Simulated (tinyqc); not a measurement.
Model-solid line-up of a strained alloy layer on a substrate: one step. Strain on the (001) substrate. Two cases, with inputs chosen for the exercise.

Question. Use the values of the alloy.

Coherent growth on a (001) face: e_par = (a_s - a)/a, e_perp = -2 (C12/C11) e_par; exx = eyy = e_par, ezz = e_perp, no shear.

Case 1.

Values chosen (out of a larger set: A near GaAs, B near InAs, substrate near Ge; not measured data): a_s = 5.664 angstrom (substrate); face = 001 (growth face).

Alloy at x (a in angstrom, C11, C12, C44 in GPa, all else in eV):
```
symbol,value
a,5.730200
Eg,1.200600
Dso,0.346600
Ev,-0.756000
ac,-6.726000
av,1.128000
b,-1.974000
d,-4.596000
C11,114.980000
C12,53.760000
C44,55.760000
```

Case 2.

Values chosen (out of a larger set: A near GaP, B near GaAs, substrate near GaP; not measured data): a_s = 5.453 angstrom (substrate); face = 001 (growth face).

Alloy at x (a in angstrom, C11, C12, C44 in GPa, all else in eV):
```
symbol,value
a,5.464580
Eg,2.833834
Dso,0.094540
Ev,-1.240063
ac,-8.048200
av,1.687000
b,-1.624600
d,-4.589600
C11,138.056000
C12,61.252000
C44,70.194000
```

Give: e_par; e_perp; strain tensor in the cubic axes.

Answer.

Case 1.

e_par = -0.011553
e_perp = 0.010803

strain tensor in the cubic axes:
```
,x,y,z
x,-0.011553,0.000000,0.000000
y,0.000000,-0.011553,0.000000
z,0.000000,0.000000,0.010803
```

The layer is under compression in the plane; its volume changes by -1.230 %.

Case 2.

e_par = -0.002119
e_perp = 0.001880

strain tensor in the cubic axes:
```
,x,y,z
x,-0.002119,0.000000,0.000000
y,0.000000,-0.002119,0.000000
z,0.000000,0.000000,0.001880
```

The layer is under compression in the plane; its volume changes by -0.236 %.

Computed by tinyqc, one run a case: `OMP_NUM_THREADS=1 python tinyqc.py N N+1 out.jsonl` with N = 1080969, 1081094; one thread of a shared Intel(R) Xeon(R) Processor @ 2.30GHz, about 0.02 s a run at most.
